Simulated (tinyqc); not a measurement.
MOS capacitor on a p-type substrate, surface potential from the exact charge relation: one step of the calculation.

Uniform p-type substrate, Boltzmann statistics, full ionisation, classical densities. psi is the surface potential against the body (positive when the bands bend down) and u = psi/Vt. Traps are spread evenly over the gap and neutral at flat band, so their charge is -q Dit psi; the minority quasi-Fermi level is shifted by Vb.

Problem. Charges, field and capacitances at the solution. ni = sqrt(Nc Nv) exp(-Eg/(2 Vt)), Eg in volts; phiF = Vt ln(N/ni); Cox = eps0 eox/tox; Vfb = phiM - chi - (Eg - Vt ln(Nv/N)) - q Nf/Cox; Q0 = sqrt(2 eps0 eps_r q N Vt); r = (ni/N)^2 exp(-Vb/Vt); VT = Vfb + [(2 phiF + Vb)(1 + q Dit/Cox) + sqrt(2 eps0 eps_r q N (2 phiF + Vb))/Cox].

u = psi/Vt; F^2 = exp(-u) + u - 1 + r (exp(u) - u - 1); Qs = -sign(u) Q0 F; Cs = -dQs/dpsi = (Q0/Vt) |1 - exp(-u) + r (exp(u) - 1)|/(2 F). Low frequency: 1/C_LF = 1/Cox + 1/(Cs + q Dit). High frequency, in the simple estimate in which traps and minority carriers do not follow: 1/C_HF = 1/Cox + 1/Cd, Cd being Cs with r = 0 at the same psi. Minority sheet density N_inv = (Q0/(2 q)) int_0^u r (exp(t) - 1)/F(t) dt for u > 0. Oxide field |Qs - q Dit psi + q Nf|/(eps0 eox).

Inputs (values chosen for the exercise); band and dielectric values close to those of silicon: temperature T = 300 K; band gap Eg = 1.13 eV; relative permittivity eps_r = 11.6; conduction-band density of states at T Nc = 2.79e19 cm^-3; valence-band density of states at T Nv = 2.69e19 cm^-3; acceptor density of the substrate N = 2.6e15 cm^-3; relative permittivity of the gate insulator (close to hafnium oxide) eox = 22.3; insulator thickness tox = 15 nm; fixed charge at the interface, in units of q Nf = 0 cm^-2; density of interface traps Dit = 0 cm^-2 eV^-1; reverse bias of the inversion layer against the body Vb = 1.7 V.

Constants: q = 1.602176634e-19 C, kB = 1.380649e-23 J/K, Vt = kB T/q, eps0 = 8.8541878128e-14 F/cm where lengths are in cm. Results are converted to the units shown.

converged psi = -0.29899362 V

Give: Qs; N_inv; oxide field; Cs; C_LF/Cox; C_HF/Cox.

Solution.

Qs = 1526.9 nC/cm^2
N_inv = 0 cm^-2
oxide field = 0.77333 MV/cm
Cs = 29.535 uF/cm^2
C_LF/Cox = 0.95733
C_HF/Cox = 0.95733

The surface is in accumulation (borders at |psi| = 0, phiF + Vb and 2 phiF + Vb = 2.35 V).

Computed by the program tinyqc: `OMP_NUM_THREADS=1 python tinyqc.py 2060156 2060157 out.jsonl`, one thread of a shared Intel Xeon 2.30GHz, about 0.01 s for the whole run.
